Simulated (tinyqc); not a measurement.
Two-dimensional electron gas with Rashba and Dresselhaus coupling: one step. Scales. Two cases, with inputs chosen for the exercise.

Problem. b1; mean Fermi wave vector k0 = sqrt(2 pi n) (1e11/cm^2 = 1e-5/angstrom^2); E0 = c k0^2/m; b3 = gam k0^2/4; kR = al m/(2c) and ER = al kR/2, the shift and depth of a pure Rashba band.

H = c k^2/m + al (ky sx - kx sy) + b1 (kx sx - ky sy) + gam kx ky (kx sy - ky sx), s the Pauli matrices, x = [100], c = hbar^2/2m0, b1 = gam (pi/L)^2 (hard walls). H = c k^2/m + B.s, so E = c k^2/m -/+ |B| and the lower state has its spin along -B.

Constants: hbar^2/2m0 = 3.80998211 eV angstrom^2.

Case 1.

Values chosen (of the size met in GaN; shifted at random, so the results belong to these values and not to a real crystal): m = 0.2277 m0 (mass); al = 0.0044 eV angstrom (Rashba constant); gam = 0 eV angstrom^3 (bulk Dresselhaus constant); L = 183 angstrom (width of the (001) well); n = 12 1e11/cm^2 (sheet density (one subband filled)).

Case 2.

Values chosen (of the size met in GaN; shifted at random, so the results belong to these values and not to a real crystal): m = 0.2076 m0 (mass); al = 0.0044 eV angstrom (Rashba constant); gam = 0 eV angstrom^3 (bulk Dresselhaus constant); L = 173 angstrom (width of the (001) well); n = 3.3 1e11/cm^2 (sheet density (one subband filled)).

Give: b1; k0; E0; b3; kR; ER.

Solution.

Case 1.

b1 = 0 eV angstrom
k0 = 0.02746 1/angstrom
E0 = 12.616 meV
b3 = 0 eV angstrom
kR = 0.0001315 1/angstrom
ER = 0.0002893 meV

There is no Dresselhaus term; kR is 0.5 % of k0.

Case 2.

b1 = 0 eV angstrom
k0 = 0.01440 1/angstrom
E0 = 3.805 meV
b3 = 0 eV angstrom
kR = 0.0001199 1/angstrom
ER = 0.0002637 meV

There is no Dresselhaus term; kR is 0.8 % of k0.

Computed by tinyqc, one run a case: `OMP_NUM_THREADS=1 python tinyqc.py N N+1 out.jsonl` with N = 1481684, 1481717; one thread of a shared Intel(R) Xeon(R) Processor @ 2.30GHz, about 0.01 s a run at most.
